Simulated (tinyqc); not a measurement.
Inside a calculation. Model: ballistic Schottky-barrier transistor with a one-dimensional channel, WKB contacts.

Computed by the program tinyqc: `OMP_NUM_THREADS=1 python tinyqc.py 2390026 2390027 out.jsonl`, one thread of a shared Intel Xeon 2.30GHz, about 0.04 s for the whole run. Printed values are rounded.

Source Fermi level 0, drain Fermi level -Vd. Far from the contacts Ec = pn - psi, and the gate moves psi one to one; the band edges relax as exp(-x/lam) from pn at the source and pn - Vd at the drain; Ev = Ec - Eg. A carrier of energy w inside the channel band meets at a contact a barrier of height D (the contact edge beyond the channel edge): T = 1 for w >= D, else exp(-S), S = 4 lam sqrt(m/C) [sqrt(D - w) - sqrt(w) arctan sqrt((D - w)/w)], C = hbar^2/(2 m0). The two contacts combine as Ts Td/(Ts + Td - Ts Td).

Inputs (values chosen for the exercise); channel values close to those of a silicon nanowire with silicide contacts:
- T = 350 K (temperature)
- Eg = 1.12 eV (band gap)
- pn = 0.72 eV (barrier for electrons at both contacts)
- mn = 0.2 m0 (electron mass)
- mp = 0.24 m0 (hole mass)
- g = 2 (valleys or subbands)
- lam = 4.1 nm (screening length at the contacts)
- Vd = 0.7 V (drain bias)
- ps = -0.48 V (band shift psi of the channel by the gate)
- w0 = 0.77 eV (energy of one carrier inside the channel band)
- wm = 1.4 eV (upper end of the grid)
- nE = 17 (points of the grid)

Constants: q = 1.602176634e-19 C, kB = 1.380649e-23 J/K, hbar = 1.054571817e-34 J s, h = 6.62607015e-34 J s, m0 = 9.1093837015e-31 kg, Vt = kB T/q, hbar^2/(2 m0) = 0.0380998212 eV nm^2. Results are converted to the units shown.

Range of the model: No scattering, image-force lowering, channel charge or band-to-band tunnelling; parabolic kappa overstates S deep in the gap.

## Band edges and barriers

Electrons: Ds = psi, Dd = psi - Vd, Es = Ec, Ed = Ec + Vd. Holes: Ds = -psi, Dd = Vd - psi, Es = -Ev, Ed = -Ev - Vd. The size of each current is taken; both flow from drain to source and add.

Ec = 1.2 eV
Ev = 0.08 eV
D for electrons (eV): source -0.48000, drain -1.18000
D for holes (eV): source 0.48000, drain 1.18000

A negative D is no barrier. Here the holes carry the larger current.

## Transmission of one of the holes

S and T at both contacts for w = w0, and the tunnelling distance lam ln(D/w) at the higher barrier.

S at the source = 0
S at the drain = 3.58729
combined T = 0.0276731
tunnelling distance = 1.75020 nm

## Current of the holes on a coarse grid

I = g (2 q^2/h) int T(w) [f(Es + w) - f(Ed + w)] dw, f(y) = 1/(1 + exp(y/Vt)). Electrons: Ds = psi, Dd = psi - Vd, Es = Ec, Ed = Ec + Vd. Holes: Ds = -psi, Dd = Vd - psi, Es = -Ev, Ed = -Ev - Vd. The size of each current is taken; both flow from drain to source and add. Simpson's rule on nE equally spaced w from 0 to wm.

```
point   w (eV)           Ts           Td            T  size of the supply difference
0      0.00000  4.12181e-13  3.81598e-20  3.81598e-20                      0.0658375
1      0.08750   5.94519e-6  1.45604e-12  1.45604e-12                       0.561849
2      0.17500   0.00106259  7.40648e-10  7.40647e-10                       0.958901
3      0.26250    0.0266981   5.82454e-8   5.82453e-8                       0.997650
4      0.35000     0.220363   1.71950e-6   1.71949e-6                       0.999870
5      0.43750     0.771214   2.68275e-5   2.68273e-5                       0.999981
6      0.52500            1   2.63198e-4   2.63198e-4                       0.999787
7      0.61250            1   0.00179709   0.00179709                       0.996141
8      0.70000            1   0.00910402   0.00910402                       0.934163
9      0.78750            1    0.0356790    0.0356790                       0.438151
10     0.87500            1     0.111101     0.111101                      0.0410992
11     0.96250            1     0.278914     0.278914                     0.00235014
12     1.05000            1     0.565156     0.565156                     1.29454e-4
13     1.13750            1     0.901790     0.901790                     7.11580e-6
14     1.22500            1            1            1                     3.91095e-7
15     1.31250            1            1            1                     2.14950e-8
16     1.40000            1            1            1                     1.18139e-9
```

current = 0.448652 uA

A converged quadrature gives 0.4256 uA; this grid is 5.4 % above that. 0.00191 % of it passes over both barriers, the rest tunnels. The other carrier adds 2.46e-17 uA.
